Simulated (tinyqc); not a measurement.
# Tunnelling through a gate dielectric, WKB transmission and Tsu-Esaki current: what changes with what

Electrons leave the emitter at x = 0. Energies E (motion across the layers) are in eV from the emitter Fermi level; the collector Fermi level lies at -V and offers states at every E. No charge in the dielectric and no image force: F1 = V/t1, U = phi1 - F1 x. With C = hbar^2/(2 m0), kappa = sqrt(m (U - E)/C) where U > E and 0 elsewhere; T(E) = exp(-S), S = 2 times the integral of kappa over x.

Inputs (values chosen for the exercise); dielectric values close to those of silicon dioxide:
```
symbol  value  unit                                                        meaning
T         200     K                                                    temperature
Ef       0.38    eV              Fermi energy of the emitter above its band bottom
me       0.46    m0                            emitter mass in the supply function
phi1     3.17    eV  barrier of layer 1 above the emitter Fermi level at zero bias
m1       0.52    m0                                     tunnelling mass of layer 1
t1        3.3    nm                                           thickness of layer 1
V         0.6     V                                  voltage across the dielectric
```

Constants: q = 1.602176634e-19 C, kB = 1.380649e-23 J/K, hbar = 1.054571817e-34 J s, m0 = 9.1093837015e-31 kg, Vt = kB T/q, hbar^2/(2 m0) = 0.0380998212 eV nm^2. Results are converted to the units shown.

Each table varies one quantity; the others keep the values above.

## Current against voltage

Each layer adds (2/F) sqrt(m/C) [G(u at its left edge) - G(u at its right edge)] to S, with u = U - E (0 where negative) and G(u) = (2/3) u^1.5. J = J0 times the integral of T(E) N(E) dE, N = ln[(1 + exp(-E/Vt))/(1 + exp((-E - V)/Vt))], J0 = q^2 me m0 kB T/(2 pi^2 hbar^3) (times 1e-4 for A/cm^2 per eV), from E = -Ef to far above the barrier (T = 1 there), by quadrature converged to the digits shown.

Current against voltage:
```
V (V)	S at E = 0	T(E = 0)	J (A/cm^2)	mean E of the current (eV)
0.2	42.72	2.798e-19	2.944e-11	-0.1705
0.79	40.58	2.371e-18	2.675e-10	-0.1834
1.38	38.27	2.391e-17	2.486e-9	-0.1790
1.96	35.77	2.919e-16	2.736e-8	-0.1733
2.55	32.87	5.325e-15	4.278e-7	-0.1647
3.14	29.19	2.101e-13	1.213e-5	-0.1465
3.73	24.60	2.079e-11	0.001119	-0.1367
4.31	21.29	5.694e-10	0.03853	-0.1514
4.9	18.72	7.388e-9	0.6070	-0.1634
```

J rises from 2.94e-11 to 0.607 A/cm^2, by 1.62 decades a volt between the first two rows and 2.03 between the last two. From V = 3.73 V on (among the rows) a band edge falls below the emitter Fermi level, so electrons at E = 0 no longer cross the full thickness. In 3 of the 9 rows the field exceeds 10 MV/cm (up to 14.8), more than most dielectrics sustain; the model ignores breakdown.

## Effect of the tunnelling mass m1

Same model as above.

Effect of the tunnelling mass m1:
```
m1 (m0)	S at E = 0	T(E = 0)	J (A/cm^2)	mean E of the current (eV)
0.12	19.83	2.433e-9	0.5910	-0.2212
0.15	22.18	2.341e-10	0.05209	-0.2173
0.2	25.61	7.577e-12	0.001487	-0.2116
0.25	28.63	3.689e-13	6.500e-5	-0.2064
0.31	31.88	1.429e-14	2.249e-6	-0.2009
0.4	36.21	1.876e-16	2.551e-8	-0.1934
0.5	40.49	2.612e-18	3.092e-10	-0.1860
0.63	45.45	1.833e-20	1.859e-12	-0.1775
```

What does the comparison show?

J falls from 0.591 to 1.86e-12 A/cm^2. S goes as m1^(0.50): kappa is proportional to the square root of the mass.

tinyqc, about 0.03 s, one thread, Intel Xeon 2.30GHz (shared host): `OMP_NUM_THREADS=1 python tinyqc.py 2540110 2540111 out.jsonl`
